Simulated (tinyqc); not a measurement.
Oxide trap near a transistor channel: two-state multiphonon kinetics, telegraph noise and bias instability: one step, computed by the program tinyqc.

An n-channel device under positive gate bias. The trap is empty (state 1) or holds an electron (state 2); both states are parabolas of equal curvature, and the electron reservoir is taken at the Fermi level of the channel.

Question. Many traps: 1/f noise. McWhorter number fluctuations for traps uniform in depth and energy: S_V = e^2 k_B T N_t lambda/(W L C_ox^2 f), C_ox = eps_ox eps_0/t_ox. The number of traps within k_B T in energy and one decade in time is N_t k_B T lambda ln(10) W L.

Inputs (values chosen for the exercise, with an insulator like Si3N4 on silicon):
```
quantity,value,unit
insulator constant eps_ox,7.48,-
insulator thickness t_ox,2.7,nm
trap depth x from the interface,1.2,nm
tunnel barrier phi_b,2.17,eV
oxide field F,6.8,MV/cm
temperature T,400,K
channel width W,430,nm
channel length L,58,nm
frequency f,50000,Hz
trap density N_t,8.7e+18,cm^-3 eV^-1
```

Parts treated: one trap and an ensemble.

attenuation length lambda = 0.1034689 nm

Constants: eps_0 = 8.8541878128e-12 F/m; e = 1.602176634e-19 C; k_B = 8.617333262e-05 eV/K.

Give: C_ox; 1/f noise S_V(f); active traps per decade.

Answer.

C_ox = 2.453 microF/cm^2

1/f noise S_V(f) = 1.062e-12 V^2/Hz

active traps per decade = 1.782

With one to three active traps per decade a single device still shows bumps on the 1/f trend. Caution: a field 1.5 times as high comes near the usual breakdown field of such an insulator. Caution: the field lowers the tunnel barrier appreciably over the trap depth, so the rectangular barrier understates the rate.
